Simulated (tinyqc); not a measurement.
# One-sided p+-n junction, ionisation integral and breakdown: multiplication against voltage

A p+ layer at x < 0 and an n drift layer from x = 0. Depletion approximation, built-in voltage neglected. Local ionisation coefficients alpha_n = an exp(-(bn/E)^mx), alpha_p = ap exp(-(bp/E)^mx). Electrons move towards +x, holes towards x = 0.

W = sqrt(2 eps0 eps_r V/(q N)), peak field E0 = q N W/(eps0 eps_r), falling linearly to 0 at W. G(x) = integral from 0 to x of (alpha_n - alpha_p); I_n = integral of alpha_n exp(-G) (electrons injected at x = 0), I_p = integral of alpha_p exp(G(end) - G) (holes injected at the far edge); M = 1/(1 - I). Integrals on a fine grid; BV is where I_n = 1. Here BV = 359.246 V; the Miller exponent is n = ln(1 - 1/M)/ln(V/BV).

Inputs (values chosen for the exercise); material values close to those of 4H silicon carbide: relative permittivity eps_r = 9.79; prefactor of the electron ionisation coefficient an = 1.88e8 1/cm; field constant for electrons bn = 3.07e7 V/cm; prefactor of the hole ionisation coefficient ap = 3.21e8 1/cm; field constant for holes bp = 2.62e7 V/cm; exponent mx = 1; donor density of the drift layer N = 8.1e16 cm^-3.

Constants: q = 1.602176634e-19 C, eps0 = 8.8541878128e-14 F/cm where lengths are in cm. Results are converted to the units shown.

Result of one run:

| E0 (kV/cm) | I_n | I_p | M_n | M_p | Miller n, electrons | Miller n, holes |
|---|---|---|---|---|---|---|
| 3.26e3 | 0.842 | 0.978 | 6.32 | 45.4 | 11.7 | 1.52 |

Which reverse voltage V gave this result: 180, 287, 331, 345 or 354 V?

V = 354 V.

The whole series:

| V (V) | E0 (kV/cm) | I_n | I_p | M_n | M_p | Miller n, electrons | Miller n, holes |
|---|---|---|---|---|---|---|---|
| 144 | 2.08e3 | 5.96e-4 | 0.0101 | 1.00 | 1.01 | 8.12 | 5.02 |
| 180 | 2.32e3 | 0.00356 | 0.0465 | 1.00 | 1.05 | 8.16 | 4.44 |
| 216 | 2.54e3 | 0.0140 | 0.141 | 1.01 | 1.16 | 8.40 | 3.86 |
| 251 | 2.74e3 | 0.0422 | 0.310 | 1.04 | 1.45 | 8.83 | 3.26 |
| 287 | 2.93e3 | 0.118 | 0.554 | 1.13 | 2.24 | 9.52 | 2.63 |
| 309 | 3.04e3 | 0.219 | 0.713 | 1.28 | 3.48 | 10.1 | 2.25 |
| 331 | 3.15e3 | 0.413 | 0.858 | 1.70 | 7.03 | 10.8 | 1.87 |
| 345 | 3.21e3 | 0.632 | 0.935 | 2.72 | 15.5 | 11.3 | 1.65 |
| 354 | 3.26e3 | 0.842 | 0.978 | 6.32 | 45.4 | 11.7 | 1.52 |

M_n rises from 1.001 to 6.32 and M_p from 1.010 to 45.4; both diverge at BV. The Miller exponent for electrons rises from 8.12 to 11.7 and that for holes falls from 5.02 to 1.52, so one exponent describes neither over the whole range. The larger multiplication belongs to holes, whose coefficient at the peak field of the last row is 6.80 times the other.

Program tinyqc, `OMP_NUM_THREADS=1 python tinyqc.py 2120142 2120143 out.jsonl`; Intel Xeon 2.30GHz, shared host, one thread, about 0.06 s.
